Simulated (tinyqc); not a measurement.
# Changing the bath temperature T2

Model: precursor delivery by bubblers, mass-transport growth and the solid composition of a III-V alloy. Computed by tinyqc, a small Python program. Command: `OMP_NUM_THREADS=1 python tinyqc.py 3008403 3008404 out.jsonl movpe_thermo sweep`. One thread of a shared host (Intel(R) Xeon(R) Processor @ 2.30GHz), about 0.01 s of CPU time with the checks.

1 sccm = 44.615 micromol/min; 1 torr = 133.322 Pa. The sources decompose fully at the surface.

Inputs (values chosen for the exercise, modelled on triethylgallium (source 1) and trimethylindium (source 2) for the vapour pressures):

| quantity | value | unit |
|---|---|---|
| bath temperature T1 | 282 | K |
| bubbler pressure p_b | 600 | torr |
| carrier flow F1 | 39 | sccm |
| carrier flow F2 | 110 | sccm |
| total flow F_t | 6.9 | slm |
| group-V flow F_V | 240 | sccm |
| reactor pressure p | 40 | torr |
| growth temperature T | 820 | K |
| diffusivity at 273 K and 760 torr | 0.34 | cm^2/s |
| flow cross-section A | 18 | cm^2 |
| distance from the leading edge z | 9.9 | cm |
| lattice constant a | 5.96 | angstrom |
| interaction L0 of the solid | 9.15 | kJ/mol |
| vapour fraction x_v of D among the group-V sources | 0.74 | - |
| exchange energy dG_x of AC + (1/2) D2 -> AD + (1/2) C2 | 5.8 | kJ/mol |

Alloy: mixing on the group-V sites.

constants a, b of source 1 (log10 torr, K): 8.075  2162

constants a, b of source 2 (log10 torr, K): 10.53  3014

Constants: k_B = 1.380649e-23 J/K; R = 8.314462618 J/(mol K).

Method:
- log10 p_v = a - b/T_bath; molar flow = F x 44.615 x p_v/(p_b - p_v) for a saturated bubbler.
- p_i = p n_i/(44615 F_t), F_t in slm; p_V = p F_V/(1000 F_t), counted per molecule supplied; V/III = 44.615 F_V/(n1 + n2); vapour fraction of source 2 = n2/(n1 + n2).
- Mean velocity u = (F_t/A)(760/p)(T/273); D = D0 (T/273)^1.75 (760/p); boundary layer delta = sqrt(pi D z/u); flux = D dp/(delta k_B T); growth rate = flux x a^3/4.
- At high V/III the group-V pressures at the surface equal those supplied, as dimers: p_D2/p_C2 = x_v/(1 - x_v). Equilibrium of the solid AC(1-x)D(x), A standing for the mix of both group-III metals: ln[x/(1 - x)] + L0 (1 - 2x)/(R T) = -dG_x/(R T) + (1/2) ln[x_v/(1 - x_v)]. Growth rate = rate per torr x (p_1 + p_2). Sensitivity dx/dx_v = [1/(2 x_v (1 - x_v))]/[1/(x (1 - x)) - 2 L0/(R T)].

One run for each value:

| bath temperature T2 (K) | vapour pressure 2 (torr) | molar flow 2 (micromol/min) | vapour fraction of source 2 | solid fraction x |
|---|---|---|---|---|
| 286 | 0.981 | 8.03 | 0.51863 | 0.29185 |
| 291 | 1.488 | 12.20 | 0.62066 | 0.29185 |
| 296 | 2.226 | 18.28 | 0.71022 | 0.29185 |
| 301 | 3.286 | 27.03 | 0.78375 | 0.29185 |
| 306 | 4.790 | 39.49 | 0.84117 | 0.29185 |
| 311 | 6.897 | 57.07 | 0.88444 | 0.29185 |
| 316 | 9.818 | 81.64 | 0.91630 | 0.29185 |
| 321 | 13.823 | 115.73 | 0.93946 | 0.29185 |

Over the rows, vapour pressure 2 (torr) rises from 0.981 to 13.8 (exponent d ln y / d ln x 24 between the first rows and 22 between the last); molar flow 2 (micromol/min) rises from 8.03 to 116 (exponent d ln y / d ln x 24 between the first rows and 22 between the last); vapour fraction of source 2 rises from 0.519 to 0.939 (exponent d ln y / d ln x 10 between the first rows and 1.6 between the last).

Caution (all rows): the boundary layer is a quarter or more of the root of the cross-section, so it fills much of the channel and depletion along the flow matters.

Extremes, crossings and ranges named in words are read from the listed rows.
